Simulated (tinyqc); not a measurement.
# Surface potential of a MOS transistor: implicit equation and explicit approximations: accuracy of the approximations against gate voltage

p-type body, charge-sheet picture, depletion and inversion only, full ionisation (an idealisation for deep acceptors), Boltzmann statistics (rough once Na exp(x - xn) passes about Nc/7). In units of Vt: xg = (Vg - Vfb)/Vt, x = psi/Vt, G = gamma/sqrt(Vt), xn = (2 phiF + Vc)/Vt. The implicit equation is (xg - x)^2 = G^2 [x - 1 + exp(x - xn)] for x above about 3. Cox = eps0 eox/tox.

ni = sqrt(Nc Nv) exp(-Eg/(2 Vt)), Eg in volts; phiF = Vt ln(Na/ni); gamma = sqrt(2 q eps0 eps_r Na)/Cox; VT = Vfb + Vt (xn + G sqrt(xn - 1)). Depletion value a = 1 + [sqrt(G^2/4 + xg - 1) - G/2]^2; inversion value b = xn + ln[(xg - xn)^2/G^2 - xn + 1] and first guess y = min(a, b) - ln(1 + exp(-|a - b|)) if a > xn + 1, else b = y = a; one second-order correction with D = exp(y - xn), p = 2 (xg - y) + G^2 (1 + D), w = (xg - y)^2 - G^2 (y - 1 + D): z = y + 2 w/(p + sqrt(p^2 - 2 (2 - G^2 D) w)), or the Newton step z = y + w/p where the root is not real. N_inv = (Cox Vt G/q) [sqrt(x - 1 + exp(x - xn)) - sqrt(x - 1)] at the root. Lambert form (Cox m Vt/q) W0[(G/(2 m sqrt(xn - 1))) exp((Vg - VT)/(m Vt))], m = 1 + G/(2 sqrt(xn - 1)). Errors under 1e-4 mV, and the linear form below VT, are printed as 0.

Parameters, values chosen for the exercise; band and dielectric values close to those of silicon:
```
symbol,value,unit,meaning
T,300,K,temperature
Eg,1.13,eV,band gap
eps_r,11.5,,relative permittivity
Nc,2.81e19,cm^-3,conduction-band density of states at T
Nv,2.6e19,cm^-3,valence-band density of states at T
eox,7.54,,relative permittivity of the gate insulator (close to silicon nitride)
tox,33,nm,insulator thickness
Na,6.2e17,cm^-3,acceptor density
Vfb,-0.96,V,flat-band voltage
Vc,1,V,channel-body voltage
```

Constants: q = 1.602176634e-19 C, kB = 1.380649e-23 J/K, Vt = kB T/q, eps0 = 8.8541878128e-14 F/cm where lengths are in cm. Results are converted to the units shown.

Results:
```
Vg (V)  psi (V)   x - xn  error of y (mV)  error of z (mV)  N_inv (cm^-2)  Cox (Vg - VT)/q (cm^-2)  Lambert form (cm^-2)
3.65      1.718   -8.388          2.71e-3                0        6.351e6                        0               5.342e6
3.85      1.826   -4.193            0.177                0        4.085e8                        0               3.862e8
4.05      1.928  -0.2669             8.82          -0.0573       2.009e10                  4.363e9              2.010e10
4.25      1.981    1.786             10.6           -0.316       1.519e11                 2.569e11              1.531e11
4.45      2.004    2.661             9.43           -0.257       3.533e11                 5.094e11              3.559e11
4.65      2.017    3.179             7.31           -0.115       5.756e11                 7.620e11              5.797e11
4.85      2.026    3.545             5.99          -0.0615       8.068e11                 1.015e12              8.124e11
5.25      2.040    4.064             4.48          -0.0248       1.282e12                 1.520e12              1.290e12
```

Estimate the missing row, Vg = 5.05 V.

Computed row:
```
Vg (V)  psi (V)  x - xn  error of y (mV)  error of z (mV)  N_inv (cm^-2)  Cox (Vg - VT)/q (cm^-2)  Lambert form (cm^-2)
5.05      2.034   3.830             5.11          -0.0374       1.043e12                 1.267e12              1.050e12
```

With this row back in the table: psi rises from 1.72 to 2.04 V and ends 4.1 Vt above 2 phiF + Vc. Among the rows the first guess is off by at most 11 mV (at Vg = 4.25 V) and the corrected value by at most 0.32 mV. In the last row the linear form is 19 % above N_inv and the Lambert form 0.67 % above it; in the first row the Lambert form is 16 % below it. For Vg = 4.45, 4.65, 4.85, 5.05, 5.25 the electron quasi-Fermi level lies less than 2 Vt below the band edge at the surface, or above it, where degeneracy and confinement, left out, matter.

Numbers from tinyqc (`OMP_NUM_THREADS=1 python tinyqc.py 2122249 2122250 out.jsonl`; about 0.01 s on one thread of a shared Intel Xeon 2.30GHz).
